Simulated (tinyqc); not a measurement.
Worked calculation: empirical pseudopotential in a few plane waves. One step of it, computed by the program tinyqc.

Question. Levels at k. Diagonalise the Hermitian matrix.

H(k) at k (eV), order +0+0+0, -1-1-1, -1-1+1, -1+1-1, -1+1+1, +1-1-1, +1-1+1, +1+1-1, +1+1+1, -2+0+0, +0-2+0, +0+0-2, +0+0+2, +0+2+0, +2+0+0:
```
[[0.479093, 2.106928+1.077516i, -2.106928+1.077516i, -2.106928+1.077516i, -2.106928-1.077516i, -2.106928+1.077516i, -2.106928-1.077516i, -2.106928-1.077516i, 2.106928-1.077516i, 0.000000+1.142878i, 0.000000+1.142878i, 0.000000+1.142878i, 0.000000-1.142878i, 0.000000-1.142878i, 0.000000-1.142878i],
 [2.106928-1.077516i, 17.265437, 0.000000-1.142878i, 0.000000-1.142878i, -0.095240, 0.000000-1.142878i, -0.095240, -0.095240, 0.000000, -2.106928-1.077516i, -2.106928-1.077516i, -2.106928-1.077516i, -0.557999+0.307862i, -0.557999+0.307862i, -0.557999+0.307862i],
 [-2.106928-1.077516i, 0.000000+1.142878i, 13.731470, 0.095240, 0.000000-1.142878i, 0.095240, 0.000000-1.142878i, 0.000000, -0.095240, -2.106928+1.077516i, -2.106928+1.077516i, 0.557999+0.307862i, 2.106928-1.077516i, -0.557999-0.307862i, -0.557999-0.307862i],
 [-2.106928-1.077516i, 0.000000+1.142878i, 0.095240, 13.731470, 0.000000-1.142878i, 0.095240, 0.000000, 0.000000-1.142878i, -0.095240, -2.106928+1.077516i, 0.557999+0.307862i, -2.106928+1.077516i, -0.557999-0.307862i, 2.106928-1.077516i, -0.557999-0.307862i],
 [-2.106928+1.077516i, -0.095240, 0.000000+1.142878i, 0.000000+1.142878i, 10.197503, 0.000000, 0.095240, 0.095240, 0.000000-1.142878i, 2.106928+1.077516i, -0.557999+0.307862i, -0.557999+0.307862i, -2.106928-1.077516i, -2.106928-1.077516i, 0.557999-0.307862i],
 [-2.106928-1.077516i, 0.000000+1.142878i, 0.095240, 0.095240, 0.000000, 14.855914, 0.000000-1.142878i, 0.000000-1.142878i, -0.095240, 0.557999+0.307862i, -2.106928+1.077516i, -2.106928+1.077516i, -0.557999-0.307862i, -0.557999-0.307862i, 2.106928-1.077516i],
 [-2.106928+1.077516i, -0.095240, 0.000000+1.142878i, 0.000000, 0.095240, 0.000000+1.142878i, 11.321947, 0.095240, 0.000000-1.142878i, -0.557999+0.307862i, 2.106928+1.077516i, -0.557999+0.307862i, -2.106928-1.077516i, 0.557999-0.307862i, -2.106928-1.077516i],
 [-2.106928+1.077516i, -0.095240, 0.000000, 0.000000+1.142878i, 0.095240, 0.000000+1.142878i, 0.095240, 11.321947, 0.000000-1.142878i, -0.557999+0.307862i, -0.557999+0.307862i, 2.106928+1.077516i, 0.557999-0.307862i, -2.106928-1.077516i, -2.106928-1.077516i],
 [2.106928+1.077516i, 0.000000, -0.095240, -0.095240, 0.000000+1.142878i, -0.095240, 0.000000+1.142878i, 0.000000+1.142878i, 7.787980, -0.557999-0.307862i, -0.557999-0.307862i, -0.557999-0.307862i, -2.106928+1.077516i, -2.106928+1.077516i, -2.106928+1.077516i],
 [0.000000-1.142878i, -2.106928+1.077516i, -2.106928-1.077516i, -2.106928-1.077516i, 2.106928-1.077516i, 0.557999-0.307862i, -0.557999-0.307862i, -0.557999-0.307862i, -0.557999+0.307862i, 18.952103, 0.095240, 0.095240, -0.095240, -0.095240, 0.000000],
 [0.000000-1.142878i, -2.106928+1.077516i, -2.106928-1.077516i, 0.557999-0.307862i, -0.557999-0.307862i, -2.106928-1.077516i, 2.106928-1.077516i, -0.557999-0.307862i, -0.557999+0.307862i, 0.095240, 20.076547, 0.095240, -0.095240, 0.000000, -0.095240],
 [0.000000-1.142878i, -2.106928+1.077516i, 0.557999-0.307862i, -2.106928-1.077516i, -0.557999-0.307862i, -2.106928-1.077516i, -0.557999-0.307862i, 2.106928-1.077516i, -0.557999+0.307862i, 0.095240, 0.095240, 20.076547, 0.000000, -0.095240, -0.095240],
 [0.000000+1.142878i, -0.557999-0.307862i, 2.106928+1.077516i, -0.557999+0.307862i, -2.106928+1.077516i, -0.557999+0.307862i, -2.106928+1.077516i, 0.557999+0.307862i, -2.106928-1.077516i, -0.095240, -0.095240, 0.000000, 13.008613, 0.095240, 0.095240],
 [0.000000+1.142878i, -0.557999-0.307862i, -0.557999+0.307862i, 2.106928+1.077516i, -2.106928+1.077516i, -0.557999+0.307862i, 0.557999+0.307862i, -2.106928+1.077516i, -2.106928-1.077516i, -0.095240, 0.000000, -0.095240, 0.095240, 13.008613, 0.095240],
 [0.000000+1.142878i, -0.557999-0.307862i, -0.557999+0.307862i, -0.557999+0.307862i, 0.557999+0.307862i, 2.106928+1.077516i, -2.106928+1.077516i, -2.106928+1.077516i, -2.106928-1.077516i, 0.000000, -0.095240, -0.095240, 0.095240, 0.095240, 14.133057]]
```

Give: eigenvalues.

Answer.

eigenvalues (eV): [-4.8664, 5.7234, 7.2810, 7.4159, 10.4638, 12.8361, 13.0227, 13.3009, 15.4008, 15.7508, 17.1292, 19.1511, 21.3994, 21.9182, 24.0212]
